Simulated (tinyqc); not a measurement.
# Shape of the distribution and failure rate

For F(t) = 1 - exp(-(t/t63)^beta): mean t63 Gamma(1 + 1/beta), median t63 (ln 2)^(1/beta), deviation t63 sqrt(Gamma(1 + 2/beta) - Gamma(1 + 1/beta)^2), failure rate (beta/t63)(t/t63)^(beta - 1).

Values chosen for this exercise: characteristic time of a test capacitor t63 = 190 s.

Shape of the distribution and failure rate:
```
beta	mean (s)	median (s)	deviation/mean	rate at 0.01 t63 (1/s)	rate at t63 (1/s)
0.5	380.0	91.29	2.236	0.02632	0.002632
0.7	240.5	112.6	1.462	0.01467	0.003684
1	190.0	131.7	1.000	0.005263	0.005263
1.3	175.5	143.3	0.7757	0.001719	0.006842
1.7	169.5	153.2	0.6055	3.562e-4	0.008947
2.2	168.3	160.8	0.4798	4.610e-5	0.01158
3	169.7	168.1	0.3634	1.579e-6	0.01579
4	172.2	173.4	0.2805	2.105e-8	0.02105
```

What does the table show?

The relative spread falls from 2.24 to 0.281. For beta < 1 the rate falls with time (early failures), at 1 it is constant, 0.00526 1/s, and above 1 it grows (wear-out): the early rate goes from 10.0 times the rate at t63 to 1.00e-6 times.

tinyqc, about 0.01 s, one thread, Intel Xeon 2.30GHz (shared host): `OMP_NUM_THREADS=1 python tinyqc.py 2070151 2070152 out.jsonl`
